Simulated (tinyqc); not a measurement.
Inversion-layer mobility, back-scattering and ballistic limit of a field-effect transistor: one step, computed by the program tinyqc. Command: `OMP_NUM_THREADS=1 python tinyqc.py 3029471 3029472 out.jsonl mos walk`. One thread of a shared host (Intel(R) Xeon(R) Processor @ 2.30GHz), about 0.01 s of CPU time with the checks.

The charge at the top of the source barrier is fixed by the gate; series resistance and short-channel effects are left out. F_j are Fermi integrals normalised to exp(eta) in the classical limit.

Question. Ballistic limit. F_j(eta) = (1/Gamma(j + 1)) int_0^infinity x^j/(1 + exp(x - eta)) dx, F_0 = ln(1 + exp(eta)). Integrals over x = E/(k_B T) use 160 Gauss-Legendre points in u = sqrt(x) from 0 to sqrt(max(eta, 0) + 32). Ballistic channel: N_2D = g_v m k_B T/(pi hbar^2), U = e V_D/(k_B T); eta_F solves N_inv = (N_2D/2)[F_0(eta_F) + F_0(eta_F - U)]; v_T = sqrt(2 k_B T/(pi m)); I/W = e (N_2D/2) v_T [F_1/2(eta_F) - F_1/2(eta_F - U)]; injection velocity v_T F_1/2(eta_F)/F_0(eta_F).

Inputs (values chosen for the exercise, modelled on a silicon n-channel):
```
quantity               value  unit
transport mass m        0.19   m_0
valley degeneracy g_v      2     -
drain voltage V_D       0.05     V
temperature T            400     K
```

Statistics at the top of the barrier: Fermi-Dirac.

inversion density N_inv = 6.269895e+12 1/cm^2

Constants: m_0 = 9.1093837015e-31 kg; k_B = 1.380649e-23 J/K; hbar = 1.054571817e-34 J s; k_B = 8.617333262e-05 eV/K; e = 1.602176634e-19 C.

Give: N_2D; eta_F; thermal velocity v_T; injection velocity; ballistic current I/W.

Answer.

N_2D = 5.472e+12 1/cm^2

eta_F = 1.402

thermal velocity v_T = 1.425 1e7 cm/s

injection velocity = 1.779 1e7 cm/s

ballistic current I/W = 805.0 microampere/micrometre

Degeneracy raises the injection velocity by a factor 1.25.
